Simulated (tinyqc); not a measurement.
Ellipsometry and reflectance of a transparent film on an absorbing substrate: one step of the calculation.

Air (index 1), film, substrate with N2 = n2 - i k2; time factor exp(+i w t). q_j = sqrt(N_j^2 - sin^2 th), root with positive real part. Fresnel coefficients r_s = (q_a - q_b)/(q_a + q_b), r_p = (N_b^2 q_a - N_a^2 q_b)/(N_b^2 q_a + N_a^2 q_b). tan(Psi) exp(i Delta) = R_p/R_s, Delta taken from 0 to 360 degrees.

Question. Interface coefficients and thickness period. q0, q1, q2 and the coefficients r01 and r12 for p and s; the results repeat in d with the period lam/(2 q1).

Parameters, values chosen for the exercise; indices close to those of a porous low-k film on silicon: wavelength lam = 632.8 nm; angle of incidence th = 60 degrees; index of the transparent film n1 = 1.29; index of the substrate n2 = 3.882; extinction coefficient of the substrate k2 = 0.019.

Give: q0; q1; q2; r01,p; r01,s; r12,p; r12,s; period.

Answer.

q0 = 0.50000
q1 = 0.95609
q2 = 3.7842-0.0195i
r01,p = -0.069366
r01,s = -0.31323
r12,p = 0.39174-0.00196i
r12,s = -0.59662+0.00166i
period = 330.93 nm

Numbers from tinyqc (`OMP_NUM_THREADS=1 python tinyqc.py 2870177 2870178 out.jsonl`; about 0.01 s on one thread of a shared Intel Xeon 2.30GHz).
